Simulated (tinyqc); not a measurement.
Nanosheet or nanowire with hard walls, valleys of the Si type: one step. Modes, density and velocity at zero temperature. Four cases, with inputs chosen for the exercise.

Task: With EF = E_lowest + dE, each subband below EF has k_F = sqrt(m_x (EF - E)/c), carries n = 2 g k_F/pi electrons per length (spin included), moves at v = 2 c k_F/(hbar m_x) and adds 2 g e^2/h to the ballistic conductance; c = hbar^2/2m0, 1 angstrom/s = 1e-8 cm/s.

Constants: hbar^2/2m0 = 3.80998211 eV angstrom^2; hbar = 6.58211957e-16 eV s; e^2/h = 3.874045865e-05 S.

Give: Occupied subbands; total n; ballistic conductance.

Case 1.

Values chosen (out of a larger set: near those of Si; not measured data): dE = 0.133 eV (EF above the lowest subband edge).

Subbands:

| label | valleys g | m_x (m0) | E (eV) |
|---|---|---|---|
| B1 | 2 | 0.193000 | 0.079310 |
| A1 | 2 | 0.193000 | 0.132967 |
| B2 | 2 | 0.193000 | 0.154879 |
| A2 | 2 | 0.193000 | 0.166553 |
| C1 | 2 | 0.933000 | 0.175892 |
| A3 | 2 | 0.193000 | 0.222530 |
| B3 | 2 | 0.193000 | 0.241672 |
| B4 | 2 | 0.193000 | 0.280827 |
| A4 | 2 | 0.193000 | 0.300897 |
| B5 | 2 | 0.193000 | 0.317241 |

Result:

Occupied subbands:

| label | k_F (1/angstrom) | n (1/nm) | v (1e7 cm/s) |
|---|---|---|---|
| B1 | 0.0821 | 1.045 | 4.92 |
| A1 | 0.0634 | 0.807 | 3.80 |
| B2 | 0.0539 | 0.687 | 3.24 |
| A2 | 0.0481 | 0.613 | 2.89 |
| C1 | 0.0944 | 1.202 | 1.17 |

total n = 4.354 1/nm
ballistic conductance = 774.8 microsiemens

EF lies below the last listed level, so the count is complete for these valleys (other families, and non-parabolicity above about 0.2 eV, are left out): 5 subbands with 10 valley modes. The Fermi velocity, averaged with the densities as weights, is 3.13 x 1e7 cm/s; the mean over all filled states moving one way is half of it.

Case 2.

Values chosen (out of a larger set: near those of Si; not measured data): dE = 0.187 eV (EF above the lowest subband edge).

Subbands:

| label | valleys g | m_x (m0) | E (eV) |
|---|---|---|---|
| B1 | 2 | 0.187000 | 0.072551 |
| A1 | 2 | 0.187000 | 0.092027 |
| B2 | 2 | 0.187000 | 0.122633 |
| A2 | 2 | 0.187000 | 0.126806 |
| C1 | 2 | 0.901000 | 0.136291 |
| A3 | 2 | 0.187000 | 0.184771 |
| B3 | 2 | 0.187000 | 0.206102 |
| B4 | 2 | 0.187000 | 0.240122 |
| A4 | 2 | 0.187000 | 0.265922 |
| B5 | 2 | 0.187000 | 0.290204 |

Result:

Occupied subbands:

| label | k_F (1/angstrom) | n (1/nm) | v (1e7 cm/s) |
|---|---|---|---|
| B1 | 0.0958 | 1.220 | 5.93 |
| A1 | 0.0907 | 1.155 | 5.61 |
| B2 | 0.0820 | 1.044 | 5.07 |
| A2 | 0.0807 | 1.028 | 5.00 |
| C1 | 0.1707 | 2.174 | 2.19 |
| A3 | 0.0606 | 0.771 | 3.75 |
| B3 | 0.0512 | 0.652 | 3.17 |
| B4 | 0.0309 | 0.393 | 1.91 |

total n = 8.436 1/nm
ballistic conductance = 1239.7 microsiemens

EF lies below the last listed level, so the count is complete for these valleys (other families, and non-parabolicity above about 0.2 eV, are left out): 8 subbands with 16 valley modes. The Fermi velocity, averaged with the densities as weights, is 4.10 x 1e7 cm/s; the mean over all filled states moving one way is half of it.

Case 3.

Values chosen (out of a larger set: near those of Si; not measured data): dE = 0.066 eV (EF above the lowest subband edge).

Subbands:

| label | valleys g | m_x (m0) | E (eV) |
|---|---|---|---|
| A1 | 2 | 0.189000 | 0.033009 |
| A2 | 2 | 0.189000 | 0.047212 |
| A3 | 2 | 0.189000 | 0.070883 |
| A4 | 2 | 0.189000 | 0.104023 |
| A5 | 2 | 0.189000 | 0.117833 |
| A6 | 2 | 0.189000 | 0.132035 |
| B1 | 2 | 0.189000 | 0.138754 |
| B2 | 2 | 0.189000 | 0.141668 |
| C1 | 2 | 0.921000 | 0.142517 |
| B3 | 2 | 0.189000 | 0.146526 |

Result:

Occupied subbands:

| label | k_F (1/angstrom) | n (1/nm) | v (1e7 cm/s) |
|---|---|---|---|
| A1 | 0.0572 | 0.729 | 3.50 |
| A2 | 0.0507 | 0.645 | 3.10 |
| A3 | 0.0374 | 0.476 | 2.29 |

total n = 1.850 1/nm
ballistic conductance = 464.9 microsiemens

EF lies below the last listed level, so the count is complete for these valleys (other families, and non-parabolicity above about 0.2 eV, are left out): 3 subbands with 6 valley modes. The Fermi velocity, averaged with the densities as weights, is 3.05 x 1e7 cm/s; the mean over all filled states moving one way is half of it.

Case 4.

Values chosen (out of a larger set: near those of Si; not measured data): dE = 0.069 eV (EF above the lowest subband edge).

Subbands:

| label | valleys g | m_x (m0) | E (eV) |
|---|---|---|---|
| B1 | 2 | 0.191000 | 0.044177 |
| A1 | 2 | 0.191000 | 0.047538 |
| B2 | 2 | 0.191000 | 0.068853 |
| A2 | 2 | 0.191000 | 0.069618 |
| C1 | 2 | 0.933000 | 0.076131 |
| A3 | 2 | 0.191000 | 0.106418 |
| B3 | 2 | 0.191000 | 0.109979 |
| B4 | 2 | 0.191000 | 0.152034 |
| A4 | 2 | 0.191000 | 0.157938 |
| B5 | 2 | 0.191000 | 0.167555 |

Result:

Occupied subbands:

| label | k_F (1/angstrom) | n (1/nm) | v (1e7 cm/s) |
|---|---|---|---|
| B1 | 0.0588 | 0.749 | 3.56 |
| A1 | 0.0574 | 0.730 | 3.48 |
| B2 | 0.0471 | 0.600 | 2.86 |
| A2 | 0.0467 | 0.595 | 2.83 |
| C1 | 0.0952 | 1.213 | 1.18 |
| A3 | 0.0184 | 0.234 | 1.12 |
| B3 | 0.0127 | 0.161 | 0.77 |

total n = 4.283 1/nm
ballistic conductance = 1084.7 microsiemens

EF lies below the last listed level, so the count is complete for these valleys (other families, and non-parabolicity above about 0.2 eV, are left out): 7 subbands with 14 valley modes. The Fermi velocity, averaged with the densities as weights, is 2.43 x 1e7 cm/s; the mean over all filled states moving one way is half of it.

Computed by tinyqc, one run a case: `OMP_NUM_THREADS=1 python tinyqc.py N N+1 out.jsonl` with N = 1251837, 1251999, 1252334, 1252643; one thread of a shared Intel(R) Xeon(R) Processor @ 2.30GHz, about 0.04 s a run at most.
